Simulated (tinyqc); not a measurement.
Internal photoemission over an interface barrier: two steps of the calculation.

Electrons are excited from a metal over the barrier Phi(F) = P0 - sqrt(q F/(4 pi eps0 ei)), whose top lies at xm = sqrt(q/(16 pi eps0 ei F)). The yield is Y = A (hv - Phi)^p exp(-xm/l), with A = 1 here.

Values chosen for this exercise; dielectric values close to those of aluminium oxide: barrier at zero field P0 = 2.76 eV; image-force permittivity ei = 3.53; scattering length in the image well l = 1.2 nm; field in the dielectric F = 2.7 MV/cm.

Constants: q = 1.602176634e-19 C, h = 6.62607015e-34 J s, c = 299792458 m/s, eps0 = 8.8541878128e-14 F/cm where lengths are in cm. Results are converted to the units shown.

Question 1. Barrier in the field. Lowering P0 - Phi, barrier, position of its top, scattering factor and threshold wavelength.

Find: lowering; Phi; xm; exp(-xm/l); threshold wavelength h c/(q Phi).

Answer 1.

lowering = 331.9 meV
Phi = 2.428 eV
xm = 0.6146 nm
exp(-xm/l) = 0.5992
threshold wavelength h c/(q Phi) = 510.6 nm

Question 2. Threshold from a spectrum. The yields were made at this field with a scatter of 2 %. Fit Y^(1/n) on hv by least squares for n = 2 and n = 3; the zero of the line is the threshold.

```
point  hv (eV)        Y
0         2.58  0.01334
1         2.71  0.04758
2         2.84   0.1019
3         2.97    0.177
4          3.1    0.266
5         3.23   0.3679
```

Give: Y^(1/2); Y^(1/3); threshold for n = 2; threshold for n = 3.

Answer 2.

```
point  Y^(1/2)  Y^(1/3)
0      0.11550  0.23717
1      0.21813  0.36236
2      0.31922  0.46708
3      0.42071  0.56147
4      0.51575  0.64312
5      0.60655  0.71654
```

threshold for n = 2 = 2.4223 eV
threshold for n = 3 = 2.2253 eV

Numbers from tinyqc (`OMP_NUM_THREADS=1 python tinyqc.py 2410099 2410100 out.jsonl`; about 0.01 s on one thread of a shared Intel Xeon 2.30GHz).
